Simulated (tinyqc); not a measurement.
One level from two frequencies.

Problem. A single interface trap level in an MOS capacitor has the conductance Gp/w = Cit w tau/(1 + w^2 tau^2), w = 2 pi f. Find tau and Cit.

Gp/w at f = 1.5e6 and 1.1e7 Hz (nF/cm^2): 114.31806  96.240286

Answer. w/(Gp/w) = 1/(Cit tau) + (tau/Cit) w^2 is linear in w^2; the two coefficients give tau and Cit.

tau = 4.389e-8 s
Cit = 323.7 nF/cm^2

Numbers from tinyqc (`OMP_NUM_THREADS=1 python tinyqc.py 2030093 2030094 out.jsonl`; about 0.01 s on one thread of a shared Intel Xeon 2.30GHz).
